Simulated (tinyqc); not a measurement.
Ionisation and resistivity against doping: donors with valley-orbit split 1s states.

Each donor binds at most one electron, in any of its states. For a site s, W_s = sum over its states of g exp(E/kT), and the ionised share is 1/(1 + W_s exp(eta)), eta = (EF - Ec)/kT; n = Nc F_1/2(eta); neutrality n + NA = ND x (mean ionised share); holes are neglected. Nc from N = 2 (m kB T/(4 pi c))^(3/2) with c = hbar^2/2m0, in 1/angstrom^3; times 1e24 for 1/cm^3, m = md. F_j(eta) = (1/Gamma(j + 1)) integral_0^infinity x^j dx/(1 + exp(x - eta)), which tends to exp(eta) for eta << 0.

Mobility (Caughey-Thomas form): mu = mu0 + (mu1 (T/300)^(-ga) - mu0)/(1 + ((ND + NA)/Nr)^de); rho = 1/(e n mu), e = 1.602176634e-19 C.

Constants: hbar^2/2m0 = 3.80998211 eV angstrom^2; kB = 8.617333262e-05 eV/K.

Parameters, chosen for this exercise (near those of P in Si; shifted at random, so the results belong to these values and not to a real crystal):
- md = 1.055 m0 (density-of-states mass of the conduction band)
- E = (46.2, 35.1, 33.8) meV (binding energies of 1s(A1), 1s(T2), 1s(E))
- g = (2, 6, 4) (their degeneracies with spin)
- T = 300 K
- mu0 = 70 cm^2/(V s) (mobility at heavy doping)
- mu1 = 1362 cm^2/(V s) (mobility at light doping and 300 K)
- Nr = 9.1e+16 1/cm^3 (reference doping)
- de = 0.72 (doping exponent)
- ga = 2.3 (temperature exponent)

NA = 0.

Results:

| ND (1/cm^3) | n (1/cm^3) | n/ND | mu (cm^2/(V s)) | rho (ohm cm) | rho at full ionisation |
|---|---|---|---|---|---|
| 1.0e+14 | 1.00e+14 | 1.000 | 1353 | 46.2 | 46.1 |
| 1.0e+15 | 9.98e+14 | 0.998 | 1314 | 4.76 | 4.75 |
| 1.0e+16 | 9.82e+15 | 0.982 | 1143 | 0.556 | 0.546 |
| 3.0e+16 | 2.85e+16 | 0.950 | 961 | 0.228 | 0.216 |
| 3.0e+17 | 2.15e+17 | 0.716 | 454 | 0.0639 | 0.0458 |
| 1.0e+18 | 5.13e+17 | 0.513 | 265 | 0.0459 | 0.0235 |
| 2.0e+18 | 8.02e+17 | 0.401 | 196 | 0.0397 | 0.0159 |

Give the missing row, ND (1/cm^3) = 1.0e+17.

Computed row:
```
ND (1/cm^3)  n (1/cm^3)   n/ND  mu (cm^2/(V s))  rho (ohm cm)  rho at full ionisation
1.0e+17        8.63e+16  0.863              694         0.104                  0.0899
```

From 1e16 to 1e18 1/cm^3 rho falls by a factor 12.1, not 100: the mobility takes a factor 4.31 and incomplete ionisation 1.92. n/ND is below 0.9 from 1e+17 1/cm^3 on. From a few times 1e18 1/cm^3 on, depending on the dopant, the levels merge with the band, and already below that screening lowers the binding energy, so the last rows understate n.

Program tinyqc; command `OMP_NUM_THREADS=1 python tinyqc.py 1680105 1680106 out.jsonl`; about 0.01 s on one thread of a shared Intel(R) Xeon(R) Processor @ 2.30GHz.
